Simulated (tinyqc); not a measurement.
Velocity against current: domain walls in a thin film with perpendicular anisotropy: Bloch, Neel and chiral walls, motion and stripe domains. Computed by tinyqc, a small Python program. Command: `OMP_NUM_THREADS=1 python tinyqc.py 3029540 3029541 out.jsonl mwall walk`. One thread of a shared host (Intel(R) Xeon(R) Processor @ 2.30GHz), about 0.01 s of CPU time with the checks.

One-dimensional wall: polar angle theta(x), azimuth phi of the moment in the wall (phi = 0 Neel, 90 degrees Bloch). mu_0 = 1.25663706212e-6 T m/A, gamma = 1.76085963023e11 rad/(s T).

Inputs (values chosen for the exercise, for a model film):
```
quantity                      value        unit
saturation magnetisation M_s    755        kA/m
exchange stiffness A             16        pJ/m
uniaxial anisotropy K_u         596      kJ/m^3
DMI constant D                0.045      mJ/m^2
thickness t                       3          nm
damping alpha                 0.083           -
current density J             0.062  1e12 A/m^2
spin Hall angle theta_SH       0.14           -
```

Drive: spin-orbit torque.

Constants: hbar = 1.054571817e-34 J s; e = 1.602176634e-19 C.

Method:
- K_eff = K_u - mu_0 M_s^2/2; Delta = sqrt(A/K_eff); sigma_0 = 4 sqrt(A K_eff); profile theta = 2 arctan exp(x/Delta); quality factor Q = 2 K_u/(mu_0 M_s^2).
- sigma(phi) = sigma_0 + 2 Delta K_D cos^2(phi) - pi D cos(phi), with the wall shape anisotropy K_D = N_x mu_0 M_s^2/2, N_x = t ln 2/(pi Delta). The minimum has cos(phi) = D/D_N for D < D_N = 4 Delta K_D/pi and phi = 0 beyond; sigma turns negative at D_c = (sigma_0 + 2 Delta K_D)/pi.
- Spin-orbit drive: B_SL = hbar theta_SH J/(2 e M_s t) acts as the field (pi/2) B_SL cos(phi). Steady state: v = (gamma Delta/alpha)(pi/2) B_SL cos(phi) = gamma Delta [B_D sin(phi) - (B_K/2) sin(2 phi)], B_K = 2 K_D/M_s, B_D = pi D/(2 M_s Delta); the root with phi between its rest value and 90 degrees; v saturates at v_D = gamma Delta B_D.

K_D = 28.9038 kJ/m^3

width parameter Delta = 8.20191 nm

azimuth phi = 81.4261 degrees

saturation velocity v_D = 16.4858 m/s

Steady motion:
```
J (1e12 A/m^2)  B_SL (mT)  phi (degrees)  v (m/s)  v at fixed rest phi (m/s)
0.02                 0.41         82.221    1.505                       1.66
0.05                 1.02         83.168    3.307                       4.14
0.10                 2.03         84.316    5.507                       8.29
0.20                 4.07         85.743    8.255                      16.58
0.50                10.17         87.570   11.787                      41.45
1.00                20.34         88.583   13.747                      82.89
2.00                40.68         89.227   14.993                     165.78
5.00               101.71         89.673   15.855                     414.46
```

The linear law holds to 5 % in 0 of the eight rows; in the last row v is 96.2 % of v_D = pi gamma D/(2 M_s), which depends on neither alpha nor theta_SH. Caution: pinning, heating and tilting of the wall are left out.

Extremes, crossings and ranges named in words are read from the listed rows.
